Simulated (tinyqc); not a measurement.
# Self-consistent Fermi level with native defects, at growth and after a quench, step by step

A worked calculation. Computed by tinyqc, a small Python program that keeps every step. Command: `OMP_NUM_THREADS=1 python tinyqc.py 3009244 3009245 out.jsonl scfermi walk`. One thread of a shared host (Intel(R) Xeon(R) Processor @ 2.30GHz), about 0.04 s of CPU time with the checks. Intermediate numbers are printed to about 7 digits and carried at full precision; extremes and crossings named in words are read from the listed rows.

Energies are counted from the top of the valence band (VBM); when the gap shrinks with temperature the conduction band moves and the levels stay. The added dopant is taken as fully ionised. D and A draw on one reservoir with opposite signs, as the two vacancies of a compound do.

Inputs (values chosen for the exercise, with bands modelled on CdS):
```
quantity                                value   unit
gap E_g at 300 K                         2.54     eV
slope -dE_g/dT above 300 K            0.00029   eV/K
electron mass m_e                       0.203    m_0
valleys M_c                                 1      -
hole mass m_h                           0.791    m_0
E_f of the neutral native donor D       2.079     eV
E_f of the neutral native acceptor A    3.378     eV
shift s of the chemical potential       -0.18     eV
site density N_s                      3.1e+22  cm^-3
dopant density N_X                    4.2e+18  cm^-3
growth temperature T_g                   1170      K
temperature of use T                      200      K
```

Added shallow dopant: acceptor.

levels of D above the VBM, most positive state first (eV): 1.2  1.66  1.92

levels of A above the VBM, (0/-1) first (eV): 0.337

Constants: m_0 = 9.1093837015e-31 kg; k_B = 1.380649e-23 J/K; h = 6.62607015e-34 J s; k_B = 8.617333262e-05 eV/K.

## Formation energies at E_F = 0

E_f(D, 0) = input + s and E_f(A, 0) = input - s; E_f(q, E_F = 0) follows from the levels, eps(q/q-1) = E_f(q - 1) - E_f(q) at E_F = 0.

E_f(q, E_F = 0) (eV): D(+3) -2.881, D(+2) -1.681, D(+1) -0.021, D(0) 1.899, A(0) 3.558, A(-1) 3.895

## Bands at growth

E_g(T) = E_g - slope x max(0, T - 300 K). N_c = 2 M_c (2 pi m_e k_B T/h^2)^(3/2) and N_v = 2 (2 pi m_h k_B T/h^2)^(3/2), masses in units of m_0. At growth T = T_g.

E_g(T_g) = 2.2877 eV

N_c(T_g) = 1.767718e+19 cm^-3

N_v(T_g) = 1.359670e+20 cm^-3

k_B T_g = 0.1008228 eV

## Charges across the gap at T_g

n = N_c F_1/2((E_F - E_g)/k_B T), p = N_v F_1/2(-E_F/k_B T). F_1/2(eta) = (2/sqrt(pi)) int_0^infinity sqrt(x)/(1 + exp(x - eta)) dx, by the trapezoid rule in t = sqrt(x) with step 0.02 up to t = 12 (for eta < -12 by exp(eta) - exp(2 eta)/2^(3/2)). In equilibrium c_q = N_s exp(-(E_f(q, 0) + q E_F)/k_B T). Net charge = p - n + sum q c_q - N_X; the log ratio is ln(positive charge/negative charge). Entries near or above N_s lie outside the dilute limit and only show that E_F cannot go there.

Densities (cm^-3):
```
E_F (eV)             n             p   charge on D   charge on A  log ratio
0.114     7.659392e+09  3.961192e+19  8.039674e+33  1.602116e+06   35.18808
0.458     2.322604e+11  1.442013e+18  2.884522e+29  4.858194e+07   24.95271
0.801     6.973465e+12  4.820250e+16  1.078868e+25  1.458641e+09   14.75892
1.144     2.093728e+14  1.605642e+15  5.446150e+20  4.379472e+10    4.86495
1.487     6.285516e+15  5.347823e+13  1.965870e+17  1.314907e+12   -3.06296
1.830     1.880338e+17  1.781163e+12  6.859611e+14  3.947922e+13   -8.76099
2.173     5.117627e+18  5.932397e+10  1.686329e+13  1.185337e+15  -13.21889
```

## Equilibrium at growth

E_F is the root of the log ratio, by 50 bisections between -0.5 eV and E_g + 0.5 eV.

E_F at growth = 1.341073 eV

n at growth = 1.478439e+15 cm^-3

p at growth = 2.273820e+14 cm^-3

Defects at growth:
```
state  E_f (eV)     c (cm^-3)
D(+3)  1.142220  3.726020e+17
D(+2)  1.001147  1.509799e+18
D(+1)  1.320073  6.384721e+16
D(0)   1.899000  2.048396e+14
A(0)   3.558000  1.463076e+07
A(-1)  2.553927  3.092544e+11
```

total D = 1.946453e+18 cm^-3

total A = 3.092690e+11 cm^-3

The largest part of the positive charge comes from charged D (100 %) and that of the negative charge from the dopant (100 %).

## After the quench to T

After a quench the totals of D and A stay as grown, and each is shared among its charge states with weights exp(-(E_f(q, 0) + q E_F)/k_B T).

E_F after the quench = 1.228866 eV

n after the quench = 1.141742e-15 cm^-3

p after the quench = 1.039030e-12 cm^-3

Frozen defects:
```
state     c (cm^-3)  share of its total
D(+3)  3.070940e+17        1.577711e-01
D(+2)  1.639359e+18        8.422289e-01
D(+1)  2.241749e+07        1.151710e-11
D(0)   8.605742e-11        4.421243e-29
A(0)   1.038223e-11        3.357023e-23
A(-1)  3.092690e+11        1.000000e+00
```

The material is insulating: E_F lies so deep that free carriers are negligible. Carriers of the sign that the dopant should give amount to 2.5e-29 % of its density. Caution: in a wide-gap host the dopant, above all an acceptor, may be only partly ionised at the temperature of use; the carrier density is then overstated.

## Slow cooling against a quench

Each E_F by bisection; full equilibrium lets the defects form and vanish at every T.

Two histories (densities in cm^-3):
```
T (K)  E_F, equilibrium (eV)             n             p   all defects  E_F, frozen (eV)     n, frozen     p, frozen
980                 1.267699  4.009820e+13  3.152727e+13  1.825266e+18          1.329818  8.367163e+13  1.510889e+13
780                 1.195343  1.565001e+11  1.399198e+12  1.668928e+18          1.309932  8.608016e+11  2.543847e+11
590                 1.132663  3.150122e+07  1.028555e+10  1.505427e+18          1.284923  6.294087e+08  5.147805e+08
390                 1.072585  8.059834e-01  3.607974e+05  1.410375e+18          1.256288  1.906475e+02  1.525311e+03
200                 1.017813  5.485861e-21  2.162476e-07  1.400012e+18          1.228866  1.141742e-15  1.039030e-12
```

At 200 K equilibrium would leave 1.40e18 defects per cm^3 against 1.95e18 frozen in, and E_F differs by +0.211 eV. Both histories end semi-insulating. Real samples lie between, set by the temperature at which diffusion stops. In so wide a gap the dopant may be only partly ionised at the temperature of use; these carrier densities are then overstated.

Checks made by the program: neutrality at growth (relative difference below 1e-10).
